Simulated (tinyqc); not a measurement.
Two-mode optical phonons of a ternary alloy from two coupled oscillators: one step, computed by the program tinyqc. Command: `OMP_NUM_THREADS=1 python tinyqc.py 3012501 3012502 out.jsonl twomode walk`. One thread of a shared host (Intel(R) Xeon(R) Processor @ 2.30GHz), about 0.01 s of CPU time with the checks.

An alloy A(x)B(1-x)C has an A-C and a B-C bond oscillator. Each TO frequency moves linearly from the impurity mode (dilute end) to the TO of the pure crystal; each strength is proportional to the number of bonds.

Task: Share of the polar coupling. eps(omega) = eps_inf + W_1/(omega_1^2 - omega^2) + W_2/(omega_2^2 - omega^2) = 0 is the eigenproblem of the matrix [[omega_1^2 + W_1/eps_inf, sqrt(W_1 W_2)/eps_inf], [sqrt(W_1 W_2)/eps_inf, omega_2^2 + W_2/eps_inf]] for omega_LO^2. The polar coupling of mode j is c_j = (u_j . sqrt(W))^2/(eps_inf^2 omega_j^2), u_j its eigenvector and omega_j here its LO frequency; the c_j add up to 1/eps_inf - 1/eps_s. Froehlich constant alpha_j = (e^2/(4 pi eps_0)) c_j k_j/(2 E_j), E_j = h c omega_j, k_j = sqrt(m* E_j/(hbar^2/(2 m_0))).

Inputs (values chosen for the exercise, for a model alloy): electron mass m* = 0.16 m_0.

omega_1 (A-C, TO) = 511.37 1/cm

omega_2 (B-C, TO) = 429 1/cm

eps_inf = 8.7844

W_1 = 53190.72 1/cm^2

W_2 = 150562.7 1/cm^2

Constants: e^2/(4 pi eps_0) = 14.39964548 eV angstrom; hbar^2/(2 m_0) = 3.80998212 eV angstrom^2; 1 THz = 33.35640952 1/cm; h x 1 THz = 4.135667696 meV.

Give: c_j, lower and upper mode; share of the upper mode; alpha_j, lower and upper mode.

Result:

c_j, lower and upper mode: 0.007929  0.003930

share of the upper mode = 0.3314

alpha_j, lower and upper mode: 0.04970  0.02286
